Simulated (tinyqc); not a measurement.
Complex band structure along [001] in sp3s* tight binding, step by step. Values are carried at full precision from step to step, so a last printed digit may differ when a step is redone from the rounded ones.

For k = (0, 0, kz) the phase sums are g0 = cos(phi) and g3 = i sin(phi), phi = kz a/4, and the s, pz, s* orbitals of anion (a) and cation (c) decouple from px, py. With z = exp(i phi), H(z) = H0 + z T + T^T/z for any complex z. H0 is diagonal (Esa, Epa, Exa, Esc, Epc, Exc). The anion-cation block is B(z) = z U + W/z and the cation-anion block z W^T + U^T/z, where U has Vss/2 (s,s), Vsapc/2 (s,z), -Vscpa/2 (z,s), Vxx/2 (z,z), Vxapc/2 (s*,z), -Vpaxc/2 (z,s*), and W has the same values with the s-z and s*-z signs reversed. |z| = 1 is a band state, |z| < 1 decays along [001] as exp(-kappa d) over a distance d, kappa = -(4/a) ln|z|. No spin-orbit coupling.

Constants: hbar^2/2m0 = 3.80998211 eV angstrom^2.

Values chosen for the exercise (out of a larger set: near a published set for InAs, fitted to gaps, whose masses and valley positions are rough (light masses up to twice too heavy); not measured data):
```
symbol  value                                                                                         unit      meaning
p       (-9.53, 0.912, -2.732, 3.71, 7.393, 6.718, -5.604, 1.847, 4.466, 3.027, 5.439, 3.375, 3.913)  eV        order Esa, Epa, Esc, Epc, Exa, Exc, Vss, Vxx, Vxy, Vsapc, Vscpa, Vxapc, Vpaxc
dE      0.36                                                                                          eV        E - Ev
a       6.056                                                                                         angstrom  lattice constant
```

## The layer matrices

Parameters in the order Esa, Epa, Esc, Epc, Exa, Exc, Vss, Vxx, Vxy, Vsapc, Vscpa, Vxapc, Vpaxc. Form H0 and T.

diagonal of H0 (eV): sa -9.5300, za 0.9120, s*a 7.3930, sc -2.7320, zc 3.7100, s*c 6.7180

T (eV):
```
          sa      za      s*a       sc      zc      s*c
sa    0.0000  0.0000   0.0000  -2.8020  1.5135   0.0000
za    0.0000  0.0000   0.0000  -2.7195  0.9235  -1.9565
s*a   0.0000  0.0000   0.0000   0.0000  1.6875   0.0000
sc   -2.8020  2.7195   0.0000   0.0000  0.0000   0.0000
zc   -1.5135  0.9235  -1.6875   0.0000  0.0000   0.0000
s*c   0.0000  1.9565   0.0000   0.0000  0.0000   0.0000
```

## Edges at Gamma

At z = 1 the levels follow from the blocks [[Esa, Vss], [Vss, Esc]] and [[Epa, Vxx], [Vxx, Epc]]: Ev is the lower p root, and the direct gap ends at the lower of the upper roots.

Ev = -0.0060 eV
EG (direct gap) = 0.4293 eV

## Complex wave vectors at one energy in the gap

Solve det(H0 - E + z T + T^T/z) = 0 with E = Ev + dE, as the linear problem [[0, 1], [-T^T, E - H0]] x = z [[1, 0], [0, T]] x. Roots come as z, -z, 1/z and conjugates; list those with 0 < |z| < 1 and Re z, Im z >= 0, by falling |z|. Re kz = arg(z)/(pi/2) in units of 2 pi/a, kappa = -(4/a) ln|z|.

Decaying roots:
```
Re z      Im z     |z|  Re kz (2 pi/a)  kappa (1/angstrom)
0.9678  0.0000  0.9678          0.0000              0.0216
0.0233  0.3013  0.3022          0.9509              0.7905
```

The slowest root has kappa = 0.0216 1/angstrom at Re kz = 0.000: a purely imaginary k at Gamma. The probability falls by exp(-2 kappa d), a factor 1.54 over 1 nm.

## The px, py block

For px and py the determinant gives (E - Epa)(E - Epc) = Vxx^2 cos^2(phi) + Vxy^2 sin^2(phi). With phi = i kappa a/4 this is sinh^2(kappa a/4) = ((E - Epa)(E - Epc) - Vxx^2)/(Vxx^2 - Vxy^2), E = Ev + dE. Parameters in the order Esa, Epa, Esc, Epc, Exa, Exc, Vss, Vxx, Vxy, Vsapc, Vscpa, Vxapc, Vpaxc.

sinh^2(kappa a/4) = 0.09306
kappa of the heavy-hole branch = 0.1985 1/angstrom

This branch decays faster than the slowest root of the s-pz block (0.0216), by a factor 9.18 in kappa.

## Band-edge masses of the same block

From the real bands: m/m0 = c h^2/|E(h) - E(0)| with kz = h = 0.001 1/angstrom for level 2 (light hole) and level 3 (electron) of the 6 x 6 matrix; c = hbar^2/2m0.

masses of this model, from the curvature at Gamma (m0): m_lh 0.0290, m_e 0.0311

These are masses of the nearest-neighbour model without spin-orbit coupling, which is fitted to gaps and often gives the electron too heavy.

## Checks

- Largest distance of a level of the 6 x 6 block at kz = 0.37 (2 pi/a) from a level of the full matrix, against zero (eV): both 0.000000.
- Kappa 0.1 meV above Ev against sqrt(m_lh E/c): 0.0008723 against 0.0008725.

tinyqc: `OMP_NUM_THREADS=1 python tinyqc.py 1482498 1482499 out.jsonl`; about 0.01 s, one thread, shared Intel(R) Xeon(R) Processor @ 2.30GHz.
